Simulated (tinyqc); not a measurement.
Raising U: Hubbard chain of 3 sites, mean field against exact. Computed by the program tinyqc. Collinear unrestricted mean field (the lowest of 40 random starts) against exact diagonalisation.

one-body matrix (hopping and site energies) (eV):
```
,1,2,3
1,0.0000,-1.5000,0.0000
2,-1.5000,0.0000,-1.5000
3,0.0000,-1.5000,0.0000
```

electrons, up and down: 2  1

Exact and mean-field results (eV):
```
U,U/t,E exact,E mean field,mean |n_up - n_down|,"double occupancy, exact",first gap in the sector
0.7500,0.5000,-3.796119,-3.778664,0.3672,0.1884,2.0169
1.5000,1.0000,-3.395314,-3.327584,0.4127,0.1678,1.8953
3.0000,2.0000,-2.730134,-2.500000,0.5556,0.1286,1.6321
6.0000,4.0000,-1.854102,-1.447068,0.8375,0.0715,1.1799
9.0000,6.0000,-1.360100,-0.985322,0.9262,0.0416,0.8852
12.0000,8.0000,-1.061567,-0.743955,0.9584,0.0263,0.6976
18.0000,12.0000,-0.730129,-0.498240,0.9815,0.0128,0.4835
30.0000,20.0000,-0.445577,-0.299623,0.9933,0.0049,0.2963
```

Estimate the missing row, U = 4.5.

Computed row:
```
U          U/t    E exact  E mean field  mean |n_up - n_down|  double occupancy, exact  first gap in the sector
4.5000  3.0000  -2.228024     -1.864218                0.7289                   0.0960                   1.3857
```

In absolute terms mean field is worst at U/t = 4.0, 0.407 eV too high: at small U it is nearly exact, and at large U it misses only exchange-scale energies. Relative to the exact energy its error is 0.5 % at the smallest U, 33 % at most and 33 % at the largest. The double occupancy falls from 0.188 to 0.005; at the largest U the first gap is 0.99 times the exchange scale 4t^2/U.
